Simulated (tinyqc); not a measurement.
# Inversion coefficient and width from gm/I

Inverse problem. Without velocity saturation gm n Vt/I = 2/(1 + sqrt(1 + 4 IC)), IC = I/Ispec, Ispec = 2 n mu Cox (W/L) Vt^2. Find IC and the width W for I = 100 uA.

Inputs (values chosen for the exercise):
```
symbol,value,unit,meaning
T,300,K,temperature
L,28,nm,gate length
Cox,1.96,uF/cm^2,gate capacitance
mu,290,cm^2/(V s),mobility
n,1.26,,slope factor
```

Constants: q = 1.602176634e-19 C, kB = 1.380649e-23 J/K, Vt = kB T/q. Results are converted to the units shown.

gm n Vt/I = 0.81432496

Solution. With x the given ratio, IC = (1 - x)/x^2.

IC = 0.280
W = 10.4 um

Computed by the program tinyqc: `OMP_NUM_THREADS=1 python tinyqc.py 2150128 2150129 out.jsonl`, one thread of a shared Intel Xeon 2.30GHz, about 0.01 s for the whole run.
